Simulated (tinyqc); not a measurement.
Comparisons within one model: deformation potentials from a strained empirical pseudopotential. A value that a table varies takes the place of the one given here.

Diamond lattice, no spin-orbit coupling. Atomic form factor V(q) = a1 (q^2 - a2)/(a3 exp(a4 q^2) - 1) in rydberg with q in 1/bohr, for the unstrained cell. Under a strain e the reciprocal vectors and k go over into (1 + e)^(-1) G, the atoms sit at +/- tau with tau = (1 + e) a (1,1,1)/8 - zeta a (eyz, ezx, exy)/4, and H(G,G') = c |k + G|^2 delta + (V(q)/det(1 + e)) cos(q.tau), q = G - G', with the term q = 0 left out; c = hbar^2/2m0. The basis is fixed before straining: all G with |k + G|^2 up to 16 (2 pi/a)^2. k is given in units of 2 pi/a of the unstrained cell.

Constants: hbar^2/2m0 = 3.80998211 eV angstrom^2; Ry = 13.60569312 eV; a0 (Bohr radius) = 0.5291772105 angstrom.

Parameters, chosen for this exercise (near those of Si; not measured data):
- a = 5.436 angstrom (lattice constant)
- A = (0.536, 2.206, 2.048, 0.482) (a1 (Ry bohr^2), a2 (1/bohr^2), a3, a4 (bohr^2))
- h = 0.004 (size of the test strain)
- kD = 0.82 2 pi/a (position of the Delta minimum)
- a1 = 0.536
- a2 = 2.206
- a3 = 2.048
- a4 = 0.482

## The internal displacement

Xu of L (level 5, the lowest empty one) and d from exy = eyz = ezx = h for several zeta: Xu = [E(L [111]) - E(L [1-1-1])]/((8/3) h), d = (single valence level - pair)/(3 sqrt(3) h). zeta = 0 strains the bonds with the lattice; zeta = 1 keeps all four bond lengths equal to first order.

Results:
```
zeta  Xu (L) (eV)  d (eV)
0.00        10.80    1.11
0.25        11.25   -1.28
0.50        11.71   -3.68
0.60        11.91   -4.64
0.75        12.20   -6.07
1.00        12.70   -8.46
```

How do the results move?

From zeta = 0 to 1, d goes from 1.11 to -8.46 eV and Xu (L) from 10.80 to 12.70 eV, both nearly linearly: the displacement is an optical-phonon mode, and d = d(0) - zeta d0/4 gives its deformation potential d0 = 38 eV. Leaving the relaxation out (zeta = 0 for 0.5) moves d by +4.79 eV, which reverses its sign, and Xu (L) by -0.92 eV. Tetragonal strain has no such freedom.

## Size of the test strain

e = diag(-h/2, -h/2, h). Xu = [E(Delta z) - E(Delta x)]/(1.5 h) at fixed kD, b = [E(Z) - E(X, Y)]/(4.5 h); one-sided from +h alone, central from +h and -h.

Results (eV):
```
h       Xu one-sided  Xu central  b one-sided  b central
0.0010         7.964       7.969       -3.328     -3.324
0.0025         7.957       7.969       -3.333     -3.324
0.0050         7.945       7.970       -3.343     -3.324
0.0100         7.922       7.971       -3.363     -3.324
0.0200         7.876       7.975       -3.403     -3.324
0.0300         7.834       7.981       -3.443     -3.325
```

What does this show, and why?

From h = 0.001 to 0.03 the one-sided Xu drifts by -0.131 eV and the central one by +0.012 eV; for b the drifts are -0.116 and -0.002 eV. The central difference cancels the term of second order in the strain, so its error goes as h^2. At h = 0.02 the linear law errs by 1.2 % for the valley splitting and 2.4 % for the valence splitting.

## What each parameter of the potential does

Gaps from the valence top to level 8 at Gamma and level 5 at (kD,0,0) and L, and their deformation potentials [E(+h) - E(-h)]/(3 ln((1 + h)/(1 - h))) for e = +/- h 1, h = 0.002. The row for the lattice constant keeps V(q) without the volume factor, so it is not a strain. Each row changes one parameter from the base and keeps the others.

Results:
```
case                Gamma (eV)  Delta (eV)  L (eV)  potential Gamma (eV)  potential Delta (eV)  potential L (eV)
base                     4.132       1.333   2.128                 -9.11                  2.49             -2.06
a = 5.382 angstrom       4.261       1.034   2.025                 -8.81                  2.81             -1.87
a1 = 0.541               4.175       1.402   2.179                 -9.19                  2.48             -2.07
a2 = 2.228               4.012       1.409   2.125                 -9.19                  2.43             -2.10
a3 = 2.068               4.085       1.240   2.063                 -9.02                  2.49             -2.05
a4 = 0.487               4.037       1.245   2.050                 -8.94                  2.57             -1.98
```

What does this show?

The largest shifts from the base row, up to three for each result and ties (the steps differ in size, so this ranks the rows, not the parameters). Gamma (eV): a +0.130, a2 -0.119, a4 -0.095. Delta (eV): a -0.299, a3 -0.093, a4 -0.088. L (eV): a -0.103, a4 -0.078, a3 -0.065. potential Gamma (eV): a +0.30, a4 +0.17, a3 +0.09. potential Delta (eV): a +0.32, a4 +0.08, a2 -0.06; unchanged at the printed digits by a3. potential L (eV): a +0.19, a4 +0.08, a2 -0.04.

Program tinyqc; command `OMP_NUM_THREADS=1 python tinyqc.py 1880121 1880122 out.jsonl`; about 0.2 s on one thread of a shared Intel(R) Xeon(R) Processor @ 2.30GHz.
